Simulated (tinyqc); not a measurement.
What each value does: bond-orbital model of a tetrahedral semiconductor (Harrison's universal couplings).

Hybrid level eh = (es + 3 ep)/4; metallic energy V1 = (ep - es)/4 for each atom; covalent energy V2 = 3.22 hbar^2/(m d^2); polar energy V3 = (ehc - eha)/2; hbar^2/m = 2c, c = hbar^2/2m0. Polarity ap = V3/sqrt(V2^2 + V3^2), covalency ac = V2/sqrt(V2^2 + V3^2). p-p coupling at Gamma Exx = (4/3)(2.22 - 2 x 0.63) hbar^2/(m d^2) = 1.28 hbar^2/(m d^2), s-s coupling Ess = 4 x 1.32 hbar^2/(m d^2).

Constants: hbar^2/2m0 = 3.80998211 eV angstrom^2.

Inputs chosen for the exercise (near tabulated values for Si; the model gives trends, and its gaps can be far from the real ones; the results hold for these values, not for the real material):

| symbol | value | unit | meaning |
|---|---|---|---|
| esc | -14.68 | eV | s level, cation |
| epc | -7.58 | eV | p level, cation |
| esa | -14.68 | eV | s level, anion |
| epa | -7.58 | eV | p level, anion |
| d | 2.35 | angstrom | bond length |

The bond-antibond splitting is 2 sqrt(V2^2 + V3^2). E0 is the upper root of [[esa, 5.28 u], [5.28 u, esc]] less the lower root of [[epa, 1.28 u], [1.28 u, epc]], u = hbar^2/(m d^2).

One parameter was then changed.

Results before and after:

| case | ap | bond-antibond splitting (eV) | Ev (eV) | E0 (eV) |
|---|---|---|---|---|
| base | 0.0000 | 8.886 | -9.346 | 1.952 |
| changed | -0.0422 | 8.894 | -9.114 | 1.719 |

Which of these changes was made? (a) d = 2.4 angstrom; (b) esa = -14.18 eV; (c) esc = -14.18 eV; (d) epa = -7.08 eV; (e) epc = -7.08 eV.

Answer: (d) epa = -7.08 eV. Of the candidates, run in turn, only this one gives the changed row.

All candidates:

| case | ap | bond-antibond splitting (eV) | Ev (eV) | E0 (eV) |
|---|---|---|---|---|
| base | 0.0000 | 8.886 | -9.346 | 1.952 |
| esc = -14.18 eV | 0.0141 | 8.887 | -9.346 | 2.206 |
| epc = -7.08 eV | 0.0422 | 8.894 | -9.114 | 1.719 |
| esa = -14.18 eV | -0.0141 | 8.887 | -9.346 | 2.206 |
| epa = -7.08 eV | -0.0422 | 8.894 | -9.114 | 1.719 |
| d = 2.4 angstrom | 0.0000 | 8.520 | -9.273 | 1.578 |

tinyqc: `OMP_NUM_THREADS=1 python tinyqc.py 1481317 1481318 out.jsonl`; about 0.01 s, one thread, shared Intel(R) Xeon(R) Processor @ 2.30GHz.
